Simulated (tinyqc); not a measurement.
Which single mass stands for the valley: donor in an ellipsoidal valley (Kohn-Luttinger variational method). Computed by tinyqc, a small Python program. Command: `OMP_NUM_THREADS=1 python tinyqc.py 3001984 3001985 out.jsonl kohnlutt walk`. One thread of a shared host (Intel(R) Xeon(R) Processor @ 2.30GHz), about 0.04 s of CPU time with the checks.

H = -(d^2/dx^2 + d^2/dy^2) - gamma d^2/dz^2 - 2/r in units built on m_t, with gamma = m_t/m_l and z along the valley axis. One valley; no valley-orbit or central-cell term.

Inputs (values chosen for the exercise, for a model semiconductor): transverse mass m_t = 0.159 m_0; longitudinal mass m_l = 0.256 m_0; dielectric constant eps = 5.49.

Constants: Ry = 13.605693123 eV; a_0 = 0.529177210903 angstrom.

Method:
- Ry* = Ry m_t/eps^2, a* = a_0 eps/m_t, gamma = m_t/m_l.
- Trial function exp(-sqrt((x^2 + y^2)/a^2 + z^2/b^2)) with beta = b/a < 1: E = t/a^2 - u/a, t = (2 + gamma/beta^2)/3, u = 2 arcsin(sqrt(1 - beta^2))/sqrt(1 - beta^2); the best a is 2 t/u and E(beta) = -u^2/(4 t).
- Golden-section search on beta from 0.05 to 0.999, 60 steps.
- Gaussian basis: g = P exp(-al (x^2 + y^2) - be z^2) with P = 1 (s-like), z (2p0) or x (2p+-); al = 0.004 x 2.6^k, k = 0..11, and be/al = 1, gamma^(-1/2) or 1/gamma (36 functions); 1/r = (2/sqrt(pi)) int exp(-t^2 r^2) dt by 48 Gauss-Legendre points after t = sqrt(al_i + al_j) tan(theta); overlap eigenvalues below 1e-10 are dropped.
- A hydrogenic level is Ry m/eps^2 for one mass m; errors are against the Gaussian basis.

gamma = 0.621094

1s binding energy, Gaussian basis = 83.5332 meV

1s binding energy, trial function = 83.5260 meV

1s binding energy:
```
rule                                      mass (m_0)  binding (meV)  error (%)
transverse mass                              0.15900          71.77    -14.076
conductivity mass 3/(2/m_t + 1/m_l)          0.18199          82.15     -1.655
density-of-states mass (m_t^2 m_l)^(1/3)     0.18636          84.12      0.708
longitudinal mass                            0.25600         115.56     38.343
trial function with a and b                        -          83.53     -0.009
mass that fits 1s                            0.18505          83.53      0.000
```

The conductivity mass, which is what a spherical trial function (a = b) gives, falls short by 1.7 %, as a restricted variational bound must; the density-of-states mass is off by +0.7 %. The mass that fits lies between the two.

Extremes, crossings and ranges named in words are read from the listed rows.
